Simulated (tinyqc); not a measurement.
Schottky emission and Poole-Frenkel conduction in an insulator, and how to tell them apart: two steps of the calculation.

Schottky emission (electrode-limited): J = As T^2 exp[-(pb - b sqrt(F))/Vt], b = sqrt(q/(4 pi eps0 ei)). Poole-Frenkel emission (bulk-limited): J = s0 F exp[-(pt - 2 b sqrt(F))/Vt]. F in V/cm.

Parameters, values chosen for the exercise; dielectric values close to those of hafnium oxide:

| symbol | value | unit | meaning |
|---|---|---|---|
| T | 325 | K | temperature |
| ei | 4.04 |  | high-frequency relative permittivity |
| es | 23 |  | static relative permittivity |
| pt | 1.11 | eV | trap depth |
| s0 | 0.019 | S/cm | Poole-Frenkel prefactor |
| pb | 1.08 | eV | electrode barrier |
| As | 58 | A/(cm^2 K^2) | Richardson constant |
| F | 0.9 | MV/cm | field |

Constants: q = 1.602176634e-19 C, kB = 1.380649e-23 J/K, Vt = kB T/q, eps0 = 8.8541878128e-14 F/cm where lengths are in cm. Results are converted to the units shown.

Problem 1. Both currents at one field. Lowerings b sqrt(F) and 2 b sqrt(F); the image-force maximum lies at sqrt(q/(16 pi eps0 ei F)) from the electrode.

Wanted: Schottky lowering; position of the barrier top; Poole-Frenkel lowering; J, Schottky; J, Poole-Frenkel.

Solution 1.

Schottky lowering = 179.1 meV
position of the barrier top = 0.9950 nm
Poole-Frenkel lowering = 358.2 meV
J, Schottky = 6.561e-8 A/cm^2
J, Poole-Frenkel = 3.758e-8 A/cm^2

Injection and bulk transport act in series, so the smaller capacity limits the current: here the bulk, by a factor of 1.75.

Problem 2. Which mechanism made these data. The data come from another sample of the same dielectric, in which one mechanism alone limits the current. Fit straight lines by least squares: ln J on sqrt(F) (Schottky plot, slope b/Vt) and ln(J/F) on sqrt(F) (Poole-Frenkel plot, slope 2 b/Vt), F in V/cm, and read a permittivity from each slope. The right mechanism gives a value near ei, and in any case between ei and es.

```
point  F (MV/cm)  J (A/cm^2)
0           1.12    1.278e-7
1            1.8    8.628e-7
2           2.48    4.154e-6
3           3.15      1.6e-5
4           3.83    5.465e-5
5            4.5   0.0001654
```

Wanted: slope of the Schottky plot; permittivity read as Schottky; slope of the Poole-Frenkel plot; permittivity read as Poole-Frenkel.

Solution 2.

slope of the Schottky plot = 0.0067409 (cm/V)^0.5
permittivity read as Schottky = 4.0402
slope of the Poole-Frenkel plot = 0.0054428 (cm/V)^0.5
permittivity read as Poole-Frenkel = 24.789

Both plots are nearly straight, so straightness decides nothing. Read as Schottky the data give 4.04, which matches ei = 4.04; read as Poole-Frenkel they give 24.8, above even the static value 23. The data were made by Schottky emission.

Computed by the program tinyqc: `OMP_NUM_THREADS=1 python tinyqc.py 2370078 2370079 out.jsonl`, one thread of a shared Intel Xeon 2.30GHz, about 0.01 s for the whole run.
